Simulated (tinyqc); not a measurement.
Capture against temperature: configuration-coordinate model of carrier capture at a defect.

Two parabolas of equal curvature k in one coordinate Q: with the carrier free at the band edge, U_f = k Q^2/2; with the carrier trapped, U_t = k (Q - dQ)^2/2 - ET. ER = k dQ^2/2, Huang-Rhys factor S = ER/hw, hw = 0.0646541 sqrt(k/M) eV for k in eV/angstrom^2 and M in u. The curves cross at a height Eb = (ER - ET)^2/(4 ER) above the free minimum.

Multiphonon factor for giving p = ET/hw phonons to the lattice: W = exp(-S (2 nb + 1)) ((nb + 1)/nb)^(p/2) I_p(x), nb = 1/(exp(hw/kT) - 1), x = 2 S sqrt(nb (nb + 1)), I_p the modified Bessel function. Classical limit: W = hw exp(-Eb/kT)/sqrt(4 pi ER kT). At T = 0: exp(-S) S^p/Gamma(p + 1).

Constants: kB = 8.617333262e-05 eV/K.

Values chosen for the exercise (out of a larger set: of the size met at a deep level in GaN; not measured data):
- ET = 0.87 eV (thermal depth of the level below the band edge)
- ER = 0.56 eV (relaxation energy)
- hw = 0.047 eV (phonon energy of the mode)

The local activation energy is -d ln W/d(1/kT), by central differences with T changed by 1 %.

Against T:

| T (K) | kT/hw | log10 W | log10 W, classical | activation energy (eV) |
|---|---|---|---|---|
| 40 | 0.073 | -1.712 | -5.926 | 0.0000 |
| 60 | 0.110 | -1.712 | -4.212 | 0.0000 |
| 80 | 0.147 | -1.711 | -3.374 | 0.0001 |
| 160 | 0.293 | -1.684 | -2.173 | 0.0029 |
| 220 | 0.403 | -1.645 | -1.873 | 0.0068 |
| 300 | 0.550 | -1.590 | -1.679 | 0.0114 |
| 400 | 0.733 | -1.535 | -1.561 | 0.0146 |
| 550 | 1.008 | -1.483 | -1.483 | 0.0146 |

Give the missing row, T (K) = 120, kT/hw = 0.220.

Computed row:
```
T (K)  kT/hw  log10 W  log10 W, classical  activation energy (eV)
120    0.220   -1.703              -2.561                  0.0010
```

log10 W at T = 0 = -1.712
Eb = 0.0429 eV

At 40 K log10 W is -1.71, against -1.71 at T = 0 and -5.9 classically; at 550 K the two forms differ by 0.00. The activation energy read from an Arrhenius plot goes from 0.000 eV at 40 K to 0.015 at 550 K, with its largest value 0.015 at 400 K, against Eb = 0.043 eV; the classical form itself gives Eb - kT/2. A measured slope therefore understates the barrier.

Computed by tinyqc, a small Python program: `OMP_NUM_THREADS=1 python tinyqc.py 1452857 1452858 out.jsonl` (the numbers bound the seed that draws the inputs); one thread of a shared host (Intel(R) Xeon(R) Processor @ 2.30GHz), about 0.01 s for the whole set of steps.
